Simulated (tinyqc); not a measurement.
Inputs raised by 5 %, one at a time: single-band model of a thermoelectric material. Computed by tinyqc, a small Python program. Command: `OMP_NUM_THREADS=1 python tinyqc.py 3021863 3021864 out.jsonl thermo sens`. One thread of a shared host (Intel(R) Xeon(R) Processor @ 2.30GHz), about 0.03 s of CPU time with the checks.

One spherical band, one scattering law, no minority carriers and no phonon drag. In a real material minority carriers limit |S| to about E_g/(2 e T), so larger values are formal. eta = E_F/(k_B T) is counted from the band edge; f = 1/(1 + exp(x - eta)).

Inputs (values chosen for the exercise, modelled on n-type Mg3Sb2):
```
quantity                                value        unit
density-of-states mass m                    1         m_0
non-parabolicity alpha                    1.3        1/eV
mobility parameter mu_300                 270  cm^2/(V s)
temperature exponent p                    1.5           -
lattice thermal conductivity kappa_L     0.74     W/(m K)
carrier density n                     9.8e+18      1/cm^3
temperature T                             470           K
```

Band: Kane. Scattering: acoustic phonons, r = -0.5.

Constants: m_0 = 9.1093837015e-31 kg; k_B = 1.380649e-23 J/K; hbar = 1.054571817e-34 J s; k_B = 8.617333262e-05 eV/K; e = 1.602176634e-19 C.

Method:
- With x = E/(k_B T), a = alpha k_B T (0 for a parabolic band), G = x (1 + a x), D = 1 + 2 a x and <y> = int y f (1 - f) dx, f = 1/(1 + exp(x - eta)): tau = tau_0 G^r/D; transport function s = G^(3/2 + r)/D^2; n = N_0 <G^(3/2)> with N_0 = (2 m k_B T)^(3/2)/(3 pi^2 hbar^3).
- Integrals over x = E/(k_B T) use 160 Gauss-Legendre points in u = sqrt(x) from 0 to sqrt(max(eta, 0) + 32).
- Solve for eta.
- sigma = e mu_0 N_0 <s> with mu_0 = e tau_0/m = mu_300 (T/300 K)^(-p); |S| = (k_B/e)(<x s>/<s> - eta); Lorenz number L = (k_B/e)^2 (<x^2 s>/<s> - (<x s>/<s>)^2); kappa_e = L sigma T; zT = S^2 sigma T/(kappa_L + kappa_e).
- Hall factor r_H = <G^(3/2)> <G^(3/2 + 2r)/D^4>/<s>^2; drift mobility sigma/(n e) with n = N_0 <G^(3/2)>; power factor S^2 sigma.

Runs; columns: (1) input moved; (2) from; (3) to; (4) Seebeck coefficient |S| (microvolt/K); (5) conductivity sigma (S/cm); (6) zT; (7) Lorenz number L (1e-8 V^2/K^2):
```
(1)                                                 (2)        (3)     (4)     (5)      (6)     (7)
base run                                              -          -  311.23  100.32  0.57179  1.2457
density-of-states mass m (m_0)                        1       1.05  317.39  100.58  0.59617  1.2435
mobility parameter mu_300 (cm^2/(V s))              270      283.5  311.23  105.33  0.59818  1.2457
lattice thermal conductivity kappa_L (W/(m K))     0.74      0.777  311.23  100.32  0.54647  1.2457
carrier density n (1/cm^3)                      9.8e+18  1.029e+19  307.14  105.13  0.58147  1.2473
temperature T (K)                                   470      493.5  317.50   91.65  0.57291  1.2354
non-parabolicity alpha (1/eV)                       1.3      1.365  311.35   98.35  0.56207  1.2376
temperature exponent p                              1.5      1.575  311.23   96.99  0.55420  1.2457
```

Exponents ln(y'/y) / ln(x'/x):
```
input                                 Seebeck coefficient |S|  conductivity sigma      zT  Lorenz number L
density-of-states mass m                                0.401               0.054   0.856           -0.036
mobility parameter mu_300                               0.000               1.000   0.925            0.000
lattice thermal conductivity kappa_L                    0.000               0.000  -0.928            0.000
carrier density n                                      -0.272               0.962   0.344            0.026
temperature T                                           0.409              -1.851   0.040           -0.170
non-parabolicity alpha                                  0.008              -0.406  -0.351           -0.134
temperature exponent p                                  0.000              -0.690  -0.640            0.000
```

To which inputs is each result most sensitive?

Among the inputs moved here: Seebeck coefficient |S| answers most in size to temperature T (exponent +0.409), and about equally to density-of-states mass m (+0.401); its exponent is below 0.0005 for mobility parameter mu_300, lattice thermal conductivity kappa_L, temperature exponent p. Conductivity sigma answers most in size to temperature T (exponent -1.851), next to mobility parameter mu_300 (+1.000); its exponent is below 0.0005 for lattice thermal conductivity kappa_L. Its exponent +1.000 in mobility parameter mu_300: sigma is proportional to tau_0. Its exponent +0.962 in carrier density n: the mobility hardly depends on n here. zT answers most in size to lattice thermal conductivity kappa_L (exponent -0.928), and about equally to mobility parameter mu_300 (+0.925). Lorenz number L answers most in size to temperature T (exponent -0.170), next to non-parabolicity alpha (-0.134); its exponent is below 0.0005 for mobility parameter mu_300, lattice thermal conductivity kappa_L, temperature exponent p.
